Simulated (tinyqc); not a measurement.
What moves the results: Wannier function of the lower band of a two-orbital chain. A value that a table varies takes the place of the one given here.

H(k) = [[-d/2 - 2 ta cos k, -t1 - t2 exp(-ik)], [-t1 - t2 exp(ik), d/2 - 2 tb cos k]], k in 1/a, Bloch sums with exp(ikR) and without the positions inside the cell. Mesh k_j = 2 pi j/N. Projection gauge: each lower eigenvector u is multiplied by the phase that makes <trial|u> real and positive (the one-band case of Loewdin orthogonalisation). Wannier amplitudes w(R) = (1/N) sum_k exp(ikR) u(k); hoppings H(R) = (1/N) sum_k exp(-ikR) E(k).

Values chosen for the exercise:
```
symbol  value  unit     meaning
d       1.37   eV       A at -d/2, B at +d/2
t1      1.85   eV       A-B in the cell
t2      0.6    eV       B to A of the next cell
ta      0.19   eV       A-A between cells
tb      0.07   eV       B-B between cells
xb      0.42   a        position of B (A at 0)
th      45     degrees  trial orbital cos(th) A + sin(th) B in cell 0
```

## Convergence with the mesh

Centre and Omega_I from overlaps M_j = u_j^+ diag(1, exp(-i b xb)) u_(j+1), b = 2 pi/N: centre -(1/2 pi) sum arg M, Omega_I = (1/(N b^2)) sum (1 - |M|^2). Largest error of the Fourier interpolation on 41 points from 0 to pi.

Mesh:
```
N   centre (a)  Omega_I (a^2)  H(1) (eV)  largest error (meV)
3      0.12727        0.04193   -0.40623              102.191
4      0.13011        0.04388   -0.43178               12.537
6      0.13180        0.04740   -0.42849                2.375
8      0.13242        0.04876   -0.42835                0.552
12     0.13286        0.04978   -0.42835                0.029
16     0.13301        0.05014   -0.42835                0.002
24     0.13313        0.05041   -0.42835                0.000
```

What does this show, and why?

The interpolation error falls exponentially, from 12.5 meV at N = 4 to 0.029 at N = 12, because the hoppings decay exponentially for an isolated band (smallest gap 2.74 eV). Omega_I carries a finite-difference error and converges as a power: against the value 0.05063 on 400 points it is off by -0.00086 at N = 12 and -0.00022 at N = 24, an exponent of 1.97, near the limit 2.

## Choice of the trial orbital

N = 16. Centre, Omega_I and Omega_D from overlaps (b = 2 pi/N, M_j = u_j^+ diag(1, exp(-i b xb)) u_(j+1); Omega_D = (1/(N b^2)) sum (arg M_j + b centre)^2).

Trial angle:
```
th (deg)  smallest projection  centre (a)  Omega_I (a^2)  Omega_D (a^2)
0                       0.810      0.1330        0.05014        0.00469
15                      0.932      0.1330        0.05014        0.00098
30                      0.986      0.1330        0.05014        0.00000
45                      0.971      0.1330        0.05014        0.00086
60                      0.889      0.1330        0.05014        0.00388
75                      0.741      0.1330        0.05014        0.01098
90                      0.542      0.1330        0.05014        0.02955
```

What can be read from the table?

Omega_I is the same for all. Omega_D is smallest at 30 degrees (0.00000) and largest at 90 (0.02955). The centre does not move.

## Centre against ionicity

N = 24, d varied. Overlaps M_j = u_j^+ diag(1, exp(-i b xb)) u_(j+1), b = 2 pi/N; centre -(1/2 pi) sum arg M_j folded into [0, 1); Omega_I = (1/(N b^2)) sum (1 - |M_j|^2); charge moved is -2 times the shift of the centre from its value at d = 0 (a doubly filled band); weight on A averaged over the mesh.

Against d:
```
d (eV)  centre (a)  charge moved (e)  weight on A  Omega_I (a^2)
-6.0        0.3937           -0.3510        0.079         0.0146
-3.0        0.3539           -0.2715        0.187         0.0323
-1.5        0.3040           -0.1716        0.308         0.0479
-0.5        0.2503           -0.0642        0.427         0.0571
0.0         0.2182            0.0000        0.495         0.0589
0.5         0.1852            0.0660        0.563         0.0578
1.5         0.1264            0.1836        0.687         0.0489
3.0         0.0702            0.2960        0.814         0.0323
6.0         0.0270            0.3824        0.923         0.0142
```

How do the results move?

For large positive d the function sits on A (centre 0.027) and for large negative d on B at 0.42 (centre 0.394); at d = 0 it lies at 0.218, on the bond inside the cell, the stronger one. Among these rows the spread is largest at d = 0 eV.

## What each parameter does

N = 24: centre (folded into [0, 1)) and Omega_I from overlaps M_j = u_j^+ diag(1, exp(-i b xb)) u_(j+1), b = 2 pi/N: centre = -(1/2 pi) Im ln prod M_j, Omega_I = mean(1 - |M_j|^2)/b^2; and the first two hoppings H(R). Each row changes one parameter from the base and keeps the others.

Results:
```
case             centre (a)  Omega_I (a^2)  H(1) (eV)  H(2) (eV)
base                 0.1331         0.0504    -0.4283     0.0216
d = 1.67 eV          0.1181         0.0470    -0.4243     0.0204
t1 = 2 eV            0.1392         0.0496    -0.4300     0.0204
t2 = 0.5 eV          0.1353         0.0468    -0.3831     0.0153
ta = 0.29 eV         0.1386         0.0518    -0.4958     0.0223
xb = 0.47 a          0.1494         0.0600    -0.4283     0.0216
th = 55 degrees      0.1331         0.0504    -0.4283     0.0216
```

What can be read from the table?

The largest shifts from the base row, up to three for each result and ties (the steps differ in size, so this ranks the rows, not the parameters). centre (a): xb +0.0163, d -0.0151, t1 +0.0061; unchanged at the printed digits by th. Omega_I (a^2): xb +0.0096, t2 -0.0036, d -0.0034; unchanged at the printed digits by th. H(1) (eV): ta -0.0674, t2 +0.0452, d +0.0041; unchanged at the printed digits by xb and th. H(2) (eV): t2 -0.0063, d -0.0012, t1 -0.0012; unchanged at the printed digits by xb and th. The trial angle is a choice of gauge and moves none of these; xb enters the position operator alone, so it leaves the hoppings.

(tinyqc, `OMP_NUM_THREADS=1 python tinyqc.py 1450102 1450103 out.jsonl`, Intel(R) Xeon(R) Processor @ 2.30GHz, 1 thread, shared host, about 0.1 s.)
